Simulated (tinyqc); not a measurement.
Inside a calculation. Model: transistor under a ferroelectric capacitor (negative capacitance), static model.

tinyqc, about 0.02 s, one thread, Intel Xeon 2.30GHz (shared host): `OMP_NUM_THREADS=1 python tinyqc.py 2860037 2860038 out.jsonl` Printed values are rounded.

A ferroelectric film of thickness tf lies between the gate and an inner metal at potential v, which drives an ordinary transistor. One domain, P = Q (background permittivity neglected): Vg = v + tf (2 al Q + 4 be Q^3), al = -3 sqrt(3) Ec/(4 Pr), be = 3 sqrt(3) Ec/(8 Pr^3). Gate charge Q(v) = Qi + Cp v with the channel charge Qi = Cox n Vt ln(1 + exp((v - VT)/(n Vt))). Q in uC/cm^2, E in kV/cm; 1 nm times 1 kV/cm is 1e-4 V. Domains, leakage and the switching time are left out.

Parameters, values chosen for the exercise; Pr and Ec close to those of hafnium oxide based films:
- T = 350 K (temperature)
- Pr = 8 uC/cm^2 (remanent polarisation)
- Ec = 1000 kV/cm (coercive field)
- Cox = 3.6 uF/cm^2 (capacitance of the inner oxide)
- Cp = 0.24 uF/cm^2 (overlap capacitance per gate area)
- VT = 0.4 V (threshold of the inner transistor)
- n = 1.24 (subthreshold factor of the inner transistor)
- tf = 5.7 nm (ferroelectric thickness)
- Vg = 0.21 V (gate voltage)

Constants: q = 1.602176634e-19 C, kB = 1.380649e-23 J/K, Vt = kB T/q. Results are converted to the units shown.

## Landau coefficients and capacitance at zero charge

al = -3 sqrt(3) Ec/(4 Pr), be = 3 sqrt(3) Ec/(8 Pr^3); C_FE(0) = 1/(2 al tf); far below threshold the gain is 1/(1 + 2 al tf Cp) near Q = 0 and the swing n Vt ln 10/gain.

al = -162.380 kV cm/uC
be = 1.26859 kV cm^5/uC^3
C_FE(0) = -5.40211 uF/cm^2
gain near Q = 0 = 1.04649
swing = 82.2891 mV/decade

The swing is still above Vt ln 10 = 69.4 mV a decade; without the film it is 86.1.

## Gate voltage against inner potential

v, point 0 to 8 (V): 0  0.125  0.25  0.375  0.5  0.625  0.75  0.875  1

Q(v) and Vg(v) as above. C = dQ/dv = Cox/(1 + exp(-(v - VT)/(n Vt))) + Cp; dVg/dv = 1 + C tf (2 al + 12 be Q^2); gain = dv/dVg.

```
point  Q (uC/cm^2)  C (uF/cm^2)     Vg (V)    dVg/dv
0          0.00000     0.240082  -0.000001  0.955558
1          0.03009     0.242305   0.119431  0.955148
2          0.06242     0.304069   0.238446  0.943723
3          0.14571      1.45983   0.348037  0.730036
4          0.48898      3.60768   0.409821  0.339657
5          0.96033      3.83124   0.449792  0.321447
6          1.44001      3.83969   0.492072  0.358312
7          1.92000      3.83999   0.540055  0.412000
8          2.40000      3.84000   0.595713  0.481091
```

dVg/dv is positive at all listed points; its smallest value, 0.321, means a gain of 3.11. Minimising dVg/dv over v puts the thickness at which the fold first appears at 8.32 nm.

## Iteration 1: inner potential by Newton steps

v at the start = 0.21 V

f = v + tf (2 al Q + 4 be Q^3) - Vg, f' = 1 + C tf (2 al + 12 be Q^2) with C = Cox/(1 + exp(-(v - VT)/(n Vt))) + Cp; v(new) = v - f/f'.

Q = 0.0512346 uC/cm^2
f = -0.00948379 V
f' = 0.951461
v after iteration 1 = 0.219968 V

## Iteration 2: inner potential by Newton steps

As before.

Q = 0.0538807 uC/cm^2
f = -5.94184e-6 V
f' = 0.950214
v after iteration 2 = 0.219974 V

## Course of the iteration: inner potential by Newton steps

Stop when v changes by less than 1e-10 V, or after 30 iterations.

Course of the iteration:
```
iteration     v (V)  |change| (V)
1          0.219968       9.97e-3
2          0.219974       6.25e-6
3          0.219974      2.93e-12
```

Converged in 3 iterations. The change falls from 0.010 in the first iteration to below the tolerance in the last. There dVg/dv = 0.950, a gain of 1.05.
